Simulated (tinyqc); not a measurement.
# Single-electron transistor, orthodox theory and master equation: the Coulomb oscillation

A metal island with n extra electrons joins the left lead (voltage V) and the right lead (0 V) by tunnel junctions and couples to a gate. Cs = CL + CR + Cg. Adding electron n + 1 costs mu(n) = [q (n + 1/2) - CL V - Cg Vg]/Cs (in volts); the Fermi levels are -V (left) and 0 (right). A jump that gains the energy W has the rate G(W) = (W/q)/(R [1 - exp(-W/Vt)]), W in volts, Vt = kB T/q. Sequential tunnelling only; I > 0 flows from left to right.

Here V = 0.24 mV. Onto the island: from the left W = -V - mu(n), from the right W = -mu(n); off the island (n + 1 to n): to the left W = mu(n) + V, to the right W = mu(n). Steady state: p(n + 1)/p(n) = (sum of on rates)/(sum of off rates), normalised. I = q sum_n [p(n + 1) (off to left) - p(n) (on from left)]. Enough charge states are kept that the digits shown do not change.

Parameters, values chosen for the exercise:
- CL = 200 aF (capacitance of the left junction)
- CR = 140 aF (capacitance of the right junction)
- Cg = 18 aF (gate capacitance)
- RL = 1000 kohm (resistance of the left junction)
- RR = 1000 kohm (resistance of the right junction)
- T = 0.17 K (temperature)

Constants: q = 1.602176634e-19 C, kB = 1.380649e-23 J/K, Vt = kB T/q. Results are converted to the units shown.

The Coulomb oscillation:
```
Vg (mV)    I (nA)  mean n
0        1.833e-4   0.000
0.89     0.001871   0.007
1.78      0.01297   0.054
2.67      0.03741   0.191
3.56      0.05611   0.372
4.45      0.05918   0.559
5.34      0.04594   0.743
6.23      0.02130   0.905
7.12     0.004202   0.984
8.01     4.164e-4   0.999
8.9      1.829e-4   1.000
9.79     0.001866   1.007
10.7      0.01339   1.056
11.6      0.03821   1.197
```

What does the table show?

I is largest, 0.0592 nA, at Vg = 4.45 mV and smallest, 1.83e-4 nA, at 8.9 mV among the rows; the pattern repeats every q/Cg = 8.90 mV. At zero temperature current flows while mu(0) lies between -V and 0, for Vg from 1.78 to 6.56 mV; the mean n moves from 0.00 to 1.20 over the table.

Range of the model: Cotunnelling, which dominates deep in the blockade, is left out.

Numbers from tinyqc (`OMP_NUM_THREADS=1 python tinyqc.py 2780019 2780020 out.jsonl`; about 0.01 s on one thread of a shared Intel Xeon 2.30GHz).
